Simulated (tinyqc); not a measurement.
Inside a calculation: Slater-Koster d bands of a bcc metal. Values are carried at full precision from step to step, so a last printed digit may differ when a step is redone from the rounded ones.

Slater-Koster d bands. For a bond with direction cosines (l, m, n) the 5 x 5 block is dds Ps + ddp Pp + ddd (1 - Ps - Pp), the projectors on sigma, pi and delta states about the bond; for instance <xy|xy> = 3 l^2 m^2 dds + (l^2 + m^2 - 4 l^2 m^2) ddp + (n^2 + l^2 m^2) ddd, <xy|yz> = 3 l m^2 n dds + l n (1 - 4 m^2) ddp + l n (m^2 - 1) ddd and <3z2-r2|3z2-r2> = (n^2 - (l^2 + m^2)/2)^2 dds + 3 n^2 (l^2 + m^2) ddp + (3/4)(l^2 + m^2)^2 ddd. H(k) sums the blocks times cos(k.R) over the neighbours; the d level is the zero of energy; k in 2 pi/a.

Values chosen for the exercise (of the size met in Nb; the results hold for these values, not for the real material):
- dds = -1.134 eV (dd sigma)
- ddp = 0.669 eV (dd pi)
- ddd = -0.057 eV (dd delta)
- f2 = 0.5 (factor on all three integrals for second neighbours)
- k = (0.8, 0.14, 0) 2 pi/a (wave vector)
- Nd = 4 (d electrons per atom)

## The block of one bond

Direction (1,1,1)/sqrt3; its eigenvalues must be dds once, ddp twice and ddd twice.

block (eV), rows xy, yz, zx, x2-y2, 3z2-r2 and columns alike:
```
[[-0.2547, -0.4397, -0.4397, 0, -0.2794],
 [-0.4397, -0.2547, -0.4397, -0.2420, 0.1397],
 [-0.4397, -0.4397, -0.2547, 0.2420, 0.1397],
 [0, -0.2420, 0.2420, 0.4270, 0],
 [-0.2794, 0.1397, 0.1397, 0, 0.4270]]
```

## Levels at Gamma

Neighbours: eight at (a/2)(1,1,1) and equivalents, and six at a(1,0,0) and equivalents with the integrals times f2.

Summing the blocks at k = 0 gives E(t2g) = (8/3) dds + (16/9) ddp + (32/9) ddd + f2 (4 ddp + 2 ddd), E(eg) = (16/3) ddp + (8/3) ddd + f2 (3 dds + 3 ddd).

levels (eV): t2g (threefold) -0.7563, eg (twofold) 1.6295

The t2g level lies lower, by 2.3858 eV.

## The Hamiltonian at one k

Sum over the neighbours.

H(k) (eV), rows xy, yz, zx, x2-y2, 3z2-r2 and columns alike:
```
[[2.0675, 0, 0, 0, 0.5595],
 [0, 2.5692, 0.8803, 0, 0],
 [0, 0.8803, 2.3308, 0, 0],
 [0, 0, 0, -3.3760, -0.1532],
 [0.5595, 0, 0, -0.1532, -3.9434]]
```

## Levels and character

Diagonalise H; t2g is xy, yz, zx and eg the other two.

levels (eV): [-4.0305, -3.3405, 1.5617, 2.1192, 3.3383]

weights, rows t2g, eg; columns band 1, band 2, band 3, band 4, band 5:
```
[[0.008, 0.001, 1.000, 0.992, 1.000],
 [0.992, 0.999, 0.000, 0.008, 0.000]]
```

## Levels at points of symmetry

Coordinates: G (0, 0, 0), H (1, 0, 0), N (0.5, 0.5, 0), P (0.5, 0.5, 0.5); the others lie half way.

Levels (eV):
```
k        band 1  band 2  band 3  band 4  band 5
G        -0.756  -0.756  -0.756   1.629   1.629
G-H 0.5  -1.673  -0.057  -0.057   0.481   1.395
H        -5.202  -5.202   3.318   3.318   3.318
N        -3.460  -3.220   1.343   1.673   3.574
P        -1.281  -1.281  -1.281   1.786   1.786
P-G 0.5  -2.236  -2.236   1.480   1.480   1.767
G-N 0.5  -2.108  -1.640   1.138   1.409   1.651
```

On these points the bands run from -5.203 (H) to 3.574 eV (N).

## Second moment and the rectangular band

mu2 = z (dds^2 + 2 ddp^2 + 2 ddd^2)/5 per orbital, with z = 8 + 6 f2^2. A rectangular band with the same mu2 has width W = sqrt(12 mu2), Fermi level W (Nd/10 - 1/2) and bond energy -W Nd (10 - Nd)/20 (Friedel).

mu2 = 4.1564 eV^2
W = 7.0623 eV
Fermi level = -0.7062 eV
bond energy per atom = -8.4748 eV

The bond energy is the attractive part alone; the repulsion between atoms, left out, cancels a large share of it in the cohesive energy.

## Checks

- Levels at Gamma from the formulas against H(0): they agree to 1e-10 or better.
- Second moment from the formula against the mean square level on the mesh: both 4.15639.

Run: tinyqc, `OMP_NUM_THREADS=1 python tinyqc.py 1451086 1451087 out.jsonl`; Intel(R) Xeon(R) Processor @ 2.30GHz, one thread, shared host; about 0.03 s of CPU time with all checks.
